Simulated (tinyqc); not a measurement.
Jacobi rotations on a symmetric matrix, step by step. Computed by tinyqc, a small Python program that keeps every step. Settings: method = jacobi. Command: `OMP_NUM_THREADS=1 python tinyqc.py 20173 20174 out.jsonl` (the two numbers bound the seeds that draw the settings). One thread of a shared host (Intel(R) Xeon(R) Processor @ 2.60GHz), about 0.01 s of CPU time with the checks.

## Jacobi rotation 1

A, lower triangle:
```
           1          2          3         4         5
1   1.403000
2   0.028000   1.530000
3  -0.605000  -0.664000   2.181000
4   0.107000  -0.883000  -0.484000  2.903000
5  -0.716000   1.353000   0.015000  0.207000  2.959000
```

Take the largest off-diagonal element A_pq; tan 2 theta = 2 A_pq / (A_qq - A_pp) with |theta| <= pi/4; A' = J^T A J with J_pp = J_qq = cos, J_pq = sin, J_qp = -sin.

p, q, theta (rad): 2.000000  5.000000  0.542467

A', lower triangle:
```
           1          2          3          4         5
1   1.403000
2   0.393615   0.714428
3  -0.605000  -0.576418   2.181000
4   0.107000  -0.863098  -0.484000   2.903000
5  -0.598754   0.000000  -0.329944  -0.278566  3.774572
```

## Jacobi rotation 2

As before.

p, q, theta (rad): 2.000000  4.000000  -0.333916

A', lower triangle:
```
           1          2          3          4         5
1   1.403000
2   0.406943   0.415014
3  -0.605000  -0.703209   2.181000
4  -0.027916   0.000000  -0.268348   3.202414
5  -0.598754  -0.091299  -0.329944  -0.263180  3.774572
```

## All rotations

The off-diagonal norm falls at every rotation.

Rotations:
```
step    p    q      theta  off-diagonal norm
1       2    5   0.542467           2.19e+00
2       2    4  -0.333916           1.81e+00
3       2    3  -0.336269           1.52e+00
4       1    3  -0.471516           1.14e+00
5       1    5  -0.225459           6.55e-01
6       2    5  -0.060094           5.71e-01
7       4    5  -0.268484           4.79e-01
8       3    4  -0.420236           3.89e-01
9       1    4  -0.074475           2.99e-01
10      2    3  -0.045244           2.51e-01
11      1    2  -0.144796           1.98e-01
...   ...  ...        ...                ...
21      1    3  -0.001400           2.09e-03
22      2    4   0.000430           8.94e-04
23      3    5  -0.000372           5.72e-04
24      1    5   0.000128           9.84e-05
25      1    2   0.000090           2.11e-05
26      3    4   0.000026           6.09e-06
27      4    5  -0.000005           2.70e-06
28      2    5   4.91e-07           2.46e-07
29      1    3   8.19e-08           1.27e-07
30      2    3   3.49e-08           1.23e-08
31      1    4  -3.69e-09           2.96e-10
```

eigenvalues: 0.133032  0.890307  2.702222  3.243607  4.006832
